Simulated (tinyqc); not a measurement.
# Bulk resistivity and mean free path from two films

Inverse problem. In the thick-film limit single-crystal films obey rho = rho0 (1 + 3 (1 - ps) lam/(8 d)). Find rho0, lam and the product rho0 lam.

Inputs (values chosen for the exercise):
- ps = 0 (specular share of surface scattering)

rho at d = 93 and 290 nm (uohm cm): [2.0083347, 1.8192591]

Solution. rho is a straight line in 1/d: the intercept is rho0 and the slope (3/8)(1 - ps) rho0 lam. Without ps only the product (1 - ps) lam could be found.

rho0 = 1.73 uohm cm
lam = 39.9 nm
rho0 lam = 69.0 uohm cm nm

Computed by the program tinyqc: `OMP_NUM_THREADS=1 python tinyqc.py 2100136 2100137 out.jsonl`, one thread of a shared Intel Xeon 2.30GHz, about 0.01 s for the whole run.
